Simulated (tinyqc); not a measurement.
Worked calculation: extended Hueckel theory, for BeH2+. The parameters take no account of the charge, which enters only through the electron count. Computed by tinyqc, a small Python program that keeps every step (integrals from PySCF). Settings: charge = 1, K = 1.75, multiplicity = 2. Command: `OMP_NUM_THREADS=1 python tinyqc.py 28214 28215 out.jsonl` (the two numbers bound the seeds that draw the settings). One thread of a shared host (Intel(R) Xeon(R) Processor @ 2.60GHz), about 0.01 s of CPU time with the checks.

## Overlaps

Geometry (angstrom):
```
atom         x          y         z
Be    0.000000   0.000000  0.000000
H     0.000000   1.268000  0.000000
H     0.000000  -1.268000  0.000000
```

Parameters chosen for this run:
```
element  shell  Slater exponent   H_ii (eV)
Be          2s         0.975000  -10.000000
Be          2p         0.975000   -6.000000
H           1s         1.300000  -13.600000
```

Slater orbitals, each expanded in six Gaussians scaled to its exponent.

overlap S, lower triangle:
```
           1Be 2s   1Be 2px    1Be 2py   1Be 2pz     2H 1s     3H 1s
1Be 2s   1.000000
1Be 2px  0.000000  1.000000
1Be 2py  0.000000  0.000000   1.000000
1Be 2pz  0.000000  0.000000   0.000000  1.000000
2H 1s    0.476382  0.000000   0.556453  0.000000  1.000000
3H 1s    0.476382  0.000000  -0.556453  0.000000  0.039727  1.000000
```

## Wolfsberg-Helmholz matrix

diagonal H_ii (eV): 1Be 2s -10.000000, 1Be 2px -6.000000, 1Be 2py -6.000000, 1Be 2pz -6.000000, 2H 1s -13.600000, 3H 1s -13.600000

K = 1.750000

H_ij = K' S_ij (H_ii + H_jj)/2 for i != j (the diagonal keeps H_ii), with K' = 1.75.

H (eV), lower triangle:
```
             1Be 2s    1Be 2px    1Be 2py    1Be 2pz       2H 1s       3H 1s
1Be 2s   -10.000000
1Be 2px    0.000000  -6.000000
1Be 2py    0.000000   0.000000  -6.000000
1Be 2pz    0.000000   0.000000   0.000000  -6.000000
2H 1s     -9.837283   0.000000  -9.543170   0.000000  -13.600000
3H 1s     -9.837283   0.000000   9.543170   0.000000   -0.945502  -13.600000
```

## Orbitals

valence electrons = 3

Solve H C = S C e through S^(-1/2); fill by pairs from the bottom, a degenerate level sharing its electrons equally; each orbital has its largest coefficient positive (the first on a tie).

orbital energies (eV): -15.780470  -13.986272  -6.000000  -6.000000  5.201677  22.271394

occupations: 2.000000  1.000000  0.000000  0.000000  0.000000  0.000000

coefficients:
```
              MO1        MO2        MO3       MO4        MO5        MO6
1Be 2s   0.389187   0.000000   0.000000  0.000000   1.274077   0.000000
1Be 2px  0.000000   0.000000  -0.269834  0.962907   0.000000   0.000000
1Be 2py  0.000000   0.250552   0.000000  0.000000   0.000000   1.659317
1Be 2pz  0.000000   0.000000   0.962907  0.269834   0.000000   0.000000
2H 1s    0.484897   0.568309   0.000000  0.000000  -0.786345  -1.069266
3H 1s    0.484897  -0.568309   0.000000  0.000000  -0.786345   1.069266
```

sum of one-electron energies = -45.547212 eV

Within a degenerate level the vectors are fixed only up to a rotation; this is one choice.

## Mulliken analysis

P = C n C^T; charge = valence electrons (Be 2, H 1) minus the sum of (P S)_ii on the atom; overlap population = 2 sum P_ij S_ij between two atoms.

charges: 1Be 1.116221, 2H -0.058110, 3H -0.058110

Overlap populations:
```
pair     value
2-1   0.518070
3-1   0.518070
3-2   0.011702
```
